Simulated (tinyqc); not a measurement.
CID on RHF in the sto-3g basis, for H3-, spin multiplicity 1, step by step. The basis has no diffuse functions, so it cannot describe the extra electron: this is an exercise in the method, not the real anion. One step of it, computed by the program tinyqc.

Question. CID: determinants and Hamiltonian. Slater-Condon rules over spin orbitals, with the nuclear repulsion added and E(HF) subtracted on the diagonal.

one-electron integrals over orbitals h = C^T H C (hartree), lower triangle:
```
           1          2          3
1  -1.424459
2  -0.000006  -1.102778
3  -0.117353  -0.000016  -0.816967
```

Two-electron integrals over orbitals (pq|rs), unique and non-zero (hartree):
```
(11|11) 0.525706    (21|11) -0.000073   (21|21) 0.159596    (22|11) 0.463488
(22|21) 0.000079    (22|22) 0.519198    (31|11) 0.076052    (31|21) 0.000050
(31|22) -0.050745   (31|31) 0.140721    (32|11) 0.000077    (32|21) -0.142791
(32|22) -0.000088   (32|31) -0.000018   (32|32) 0.145008    (33|11) 0.546494
(33|21) -0.000029   (33|22) 0.479393    (33|31) 0.092485    (33|32) 0.000045
(33|33) 0.597799
```

nuclear repulsion = 1.16986381 hartree

Hartree-Fock energy = -1.30494658 hartree

Give: determinants; H - E(HF) between determinants.

Answer.

Occupation strings over the orbitals (2 doubly, a alpha, b beta, 0 empty; spin orbitals ordered 1a 1b 2a 2b ...): 220 202 ab2 ba2 022

H - E(HF) between determinants (hartree), lower triangle:
```
        220      202      ab2     ba2     022
220  0.0000
202  0.1450   1.0200
ab2  0.0000  -0.0001   1.1410
ba2  0.0000   0.0001  -0.1596  1.1410
022  0.1407   0.1596   0.0000  0.0000  1.3799
```
